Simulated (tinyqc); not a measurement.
Warping of the constant-energy contours: six-band Luttinger-Kohn model.

Six-band Luttinger-Kohn model in the basis |3/2,3/2>, |3/2,1/2>, |3/2,-1/2>, |3/2,-3/2>, |1/2,1/2>, |1/2,-1/2>, electron energies, zero at the top of the unstrained valence band. H = -[rows: (P+Q, -S, R, 0, -S/r2, r2 R); (-S*, P-Q, 0, R, -r2 Q, r32 S); (R*, 0, P-Q, S, r32 S*, r2 Q); (0, R*, S*, P+Q, -r2 R*, -S*/r2); (-S*/r2, -r2 Q, r32 S, -r2 R, P+Dso, 0); (r2 R*, r32 S*, r2 Q, -S/r2, 0, P+Dso)], r2 = sqrt(2), r32 = sqrt(3/2). Levels are twofold.

P = c g1 k^2 - av tr(e); Q = c g2 (kx^2 + ky^2 - 2 kz^2) - (b/2)(exx + eyy - 2 ezz); R = c sqrt3 [-g2 (kx^2 - ky^2) + 2i g3 kx ky] + (sqrt3/2) b (exx - eyy) - i d exy; S = 2 c sqrt3 g3 (kx - i ky) kz - d (exz - i eyz); c = hbar^2/2m0, e the strain tensor (not engineering shear).

Constants: hbar^2/2m0 = 3.80998211 eV angstrom^2.

Parameters, chosen for this exercise (near those of GaAs; not measured data):
- Dso = 0.345 eV (spin-orbit splitting)
- g1 = 6.97 (Luttinger gamma1)
- g2 = 2.05 (gamma2)
- g3 = 2.92 (gamma3)
- E_h = 10 meV (hole energy below the top)

No strain (e = 0). In the plane kz = 0, |k| where the top and second pairs lie E_h below the top, against the angle from [100]; m = c k^2/E_h.

Contours:

| angle (degrees) | k top (1/angstrom) | k second (1/angstrom) | m top (m0) | m second (m0) |
|---|---|---|---|---|
| 0 | 0.0302 | 0.0155 | 0.348 | 0.091 |
| 9 | 0.0311 | 0.0154 | 0.367 | 0.090 |
| 18 | 0.0334 | 0.0151 | 0.425 | 0.087 |
| 27 | 0.0370 | 0.0149 | 0.520 | 0.084 |
| 36 | 0.0406 | 0.0147 | 0.629 | 0.082 |
| 45 | 0.0424 | 0.0146 | 0.684 | 0.081 |

What can be read from this table?

The heavy contour reaches 1.401 times as far along [110] as along [100], the light one 0.945 times. The warping follows g3 - g2 = 0.87 and would vanish for g2 = g3. Along [100] the heavy mass is 1/(g1 - 2 g2) = 0.348 at any energy, while the light one is 0.0911, against 1/(g1 + 2 g2) = 0.0903 at the edge, for E_h/Dso = 0.03.

Run: tinyqc, `OMP_NUM_THREADS=1 python tinyqc.py 1050528 1050529 out.jsonl`; Intel(R) Xeon(R) Processor @ 2.30GHz, one thread, shared host; about 0.3 s of CPU time with all checks.
